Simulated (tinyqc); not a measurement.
# Quantum point contact as a saddle point, step by step

Numbers from tinyqc (`OMP_NUM_THREADS=1 python tinyqc.py 2740004 2740005 out.jsonl`; about 0.03 s on one thread of a shared Intel Xeon 2.30GHz). Printed values are rounded.

Potential V0 - m wx^2 x^2/2 + m wy^2 y^2/2; energies are counted from V0. Mode n = 0, 1, ... transmits T_n(E) = 1/(1 + exp(-2 pi (E - E_n)/wx)), E_n = wy (n + 1/2); each mode carries 2 q^2/h.

Inputs (values chosen for the exercise):
```
symbol  value  unit                             meaning
T         0.1     K                         temperature
wy        2.5   meV          transverse quantum hbar wy
wx        1.6   meV    curvature of the barrier hbar wx
mu       4.34   meV  Fermi level above the saddle point
nE         15                 points of the energy grid
xm          6            half-range of the grid in kB T
```

Constants: q = 1.602176634e-19 C, kB = 1.380649e-23 J/K, h = 6.62607015e-34 J s, Vt = kB T/q. Results are converted to the units shown.

## Transmissions at the Fermi level

At zero temperature g = G/(2 q^2/h) = sum T_n(mu); Fano factor sum T_n (1 - T_n)/sum T_n. Modes beyond those listed are in the sums but add less than 1e-4 to g.

| mode | E_n (meV) | T_n |
|---|---|---|
| 0 | 1.25000 | 0.999995 |
| 1 | 3.75000 | 0.910269 |
| 2 | 6.25000 | 0.000552 |
| 3 | 8.75000 | 0.000000 |

g = 1.9108
G = 148.05 uS
Fano factor = 0.04304

## Thermal average on a coarse grid

g(T) = int g(E) (-df/dE) dE = int g(mu + x kB T) dx/(4 cosh^2(x/2)), g(E) the zero-temperature value at E, g = G/(2 q^2/h). Simpson's rule on nE equally spaced x from -xm to xm.

| point | x | E (meV) | g(E) | weight |
|---|---|---|---|---|
| 0 | -6.00000 | 4.28830 | 1.89269 | 0.002467 |
| 1 | -5.14286 | 4.29568 | 1.89546 | 0.005773 |
| 2 | -4.28571 | 4.30307 | 1.89817 | 0.013393 |
| 3 | -3.42857 | 4.31045 | 1.90082 | 0.030428 |
| 4 | -2.57143 | 4.31784 | 1.90340 | 0.065959 |
| 5 | -1.71429 | 4.32523 | 1.90593 | 0.129319 |
| 6 | -0.85714 | 4.33261 | 1.90840 | 0.209170 |
| 7 | 0.00000 | 4.34000 | 1.91082 | 0.250000 |
| 8 | 0.85714 | 4.34739 | 1.91317 | 0.209170 |
| 9 | 1.71429 | 4.35477 | 1.91548 | 0.129319 |
| 10 | 2.57143 | 4.36216 | 1.91773 | 0.065959 |
| 11 | 3.42857 | 4.36955 | 1.91992 | 0.030428 |
| 12 | 4.28571 | 4.37693 | 1.92207 | 0.013393 |
| 13 | 5.14286 | 4.38432 | 1.92416 | 0.005773 |
| 14 | 6.00000 | 4.39170 | 1.92620 | 0.002467 |

integral of the weight = 0.995195
g(T) = 1.90152
g(T) divided by the integral of the weight = 1.91070

A converged quadrature gives 1.9107; this grid is 0.48 % below that, and its weight integrates to 0.9952 in place of 1.
